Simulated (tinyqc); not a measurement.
Junction field-effect transistor with two gates, gradual channel with velocity saturation: course of the iteration: the saturation point by Newton steps.

A uniformly doped n-type channel, depleted from both sides by p+ gates; at channel potential V the depleted share of a is u = sqrt((Vbi - Vg + V)/Vp), s at the source. Electrons drift with v = mu E/(1 + mu E/vsat). Abrupt depletion edge, no series resistance, source at 0.

a is the channel (half-)thickness, Vp its pinch-off voltage and Z = mu Vp/(vsat L); an iterate with u > 1 is an overshoot, not a physical state. f = (1 - u)(1 + Z (u^2 - s^2)) - Z F/3, F = 3 (u^2 - s^2) - 2 (u^3 - s^3); f' = -(1 + Z (u^2 - s^2)); u(new) = u - f/f'.

Stop when u changes by less than 1e-10, or after 5 iterations.

u at the start = 0.431
Z = 8.55053
s = 0.430971

Course of the iteration:
```
iteration	u	|change|
1	0.999878	0.569
2	0.784137	0.216
3	0.705045	0.0791
4	0.693978	0.0111
5	0.693770	2.08e-4
```

Did this iteration meet its convergence test, and what does its course show?

No. Not converged within 5 iterations. The first step jumps to u = 1.00, and the change is still 2.1e-4 at the cap; nothing diverges, the cap is too low. A rerun with a cap of 40 iterations converges in 7 iterations.

Range of the model: The gate is shorter than twice a, where the gradual-channel approximation fails.

tinyqc, about 0.09 s, one thread, Intel Xeon 2.30GHz (shared host): `OMP_NUM_THREADS=1 python tinyqc.py 2500106 2500107 out.jsonl`
